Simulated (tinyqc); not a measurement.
## Series resistance and length offset from two lengths at two overdrives

Problem. In strong inversion R W = Rsd + k(x)(L - dL), k(x) = (1 + th1 x)/(mu0 Cox x), x the overdrive, Cox = eps0 eox/tox, with Rsd and dL independent of x. Find dL, Rsd, mu0 and th1.

Inputs (values chosen for the exercise):
- eox = 3.9 (relative permittivity of the gate insulator (close to silicon dioxide))
- tox = 1.9 nm (insulator thickness)

Constants: eps0 = 8.8541878128e-14 F/cm where lengths are in cm. Results are converted to the units shown.

total resistance times width (ohm um):
```
                  L = 0.12 um  L = 1.2 um
overdrive 0.49 V   806.228778  7642.04365
overdrive 1.3 V    476.806434  4164.15997
```

Answer. At each overdrive R W is a straight line in L; the two lines cross at L = dL, R W = Rsd. Their slopes give k x = (1 + th1 x)/(mu0 Cox), a straight line in x.

dL = 0.007000 um
Rsd = 91.00 ohm um
mu0 = 240.0 cm^2/(V s)
th1 = 0.7200 1/V

Numbers from tinyqc (`OMP_NUM_THREADS=1 python tinyqc.py 2210014 2210015 out.jsonl`; about 0.01 s on one thread of a shared Intel Xeon 2.30GHz).
